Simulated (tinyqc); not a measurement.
Inside a calculation: phonon-assisted absorption at an indirect gap. Values are carried at full precision from step to step, so a last printed digit may differ when a step is redone from the rounded ones.

alpha(E) = sum_j A_j [N_j (E - Eg + w_j)^2 + (N_j + 1)(E - Eg - w_j)^2], each bracket counted only where its base is positive; N_j = 1/(exp(w_j/kB T) - 1). The first term absorbs a phonon and the second emits one; excitons and direct transitions are left out.

Constants: kB = 8.617333262e-05 eV/K.

Parameters, chosen for this exercise (loosely those of SiGe at room temperature; Eg is not tied to T; shifted at random, so the results belong to these values and not to a real crystal):
```
symbol  value         unit         meaning
Eg      0.965         eV           indirect gap, held fixed unless listed
w       (50.1, 15.9)  meV          two zone-edge phonons
A       (3000, 780)   1/(cm eV^2)  their strengths
T       400           K
E       1.001         eV           photon energy
nr      3.79                       refractive index
d       0.52          micrometre   thickness
xj      0.14          micrometre   dead layer at the surface
W       20            micrometre   depleted width
L       9.4           micrometre   minority diffusion length below it
```

## The four branches at one energy

Evaluate the occupations and each term.

N_j: [0.3051, 1.706]

terms with phonon absorption (1/cm): [6.785, 3.585]

terms with phonon emission (1/cm): [0, 0.8528]

alpha = 11.22 1/cm
wavelength hc/E (hc = 1239.841984 eV nm) = 1238.6 nm

Phonon absorption supplies 92.4 % of alpha; the depth 1/alpha is 891 micrometre.

## What a slab does with it

Slab of thickness d in air, incoherent passes: R = ((nr - 1)/(nr + 1))^2, x = exp(-alpha d); transmitted Tr = (1 - R)^2 x/(1 - R^2 x^2), reflected Rt = R + (1 - R)^2 R x^2/(1 - R^2 x^2), absorbed Ab = (1 - R)(1 - x)/(1 - R x).

d in cm is 1e-4 times the value in micrometres.

R = 0.3393
x = 0.9994
Tr = 0.4930
Rt = 0.5064
Ab = 0.0006

A single pass would absorb (1 - R)(1 - x) = 0.0004; the back face adds 0.0002.

## Quantum efficiency of a diode

Photodiode (Gaertner form with a dead layer): QE = (1 - R) exp(-alpha xj) [1 - exp(-alpha W)/(1 + alpha L)], R = ((nr - 1)/(nr + 1))^2; responsivity = QE/E in A/W for E in eV.

Evaluate the factors; 1 micrometre = 1e-4 cm.

passes the dead layer = 0.9998
collected share = 0.0324
QE = 0.0214
responsivity = 0.0214 A/W

Without diffusion from below the collected share would be 0.0222.

## Checks

- Tr + Rt + Ab against 1: both 1.000000.

tinyqc: `OMP_NUM_THREADS=1 python tinyqc.py 1651351 1651352 out.jsonl`; about 0.01 s, one thread, shared Intel(R) Xeon(R) Processor @ 2.30GHz.
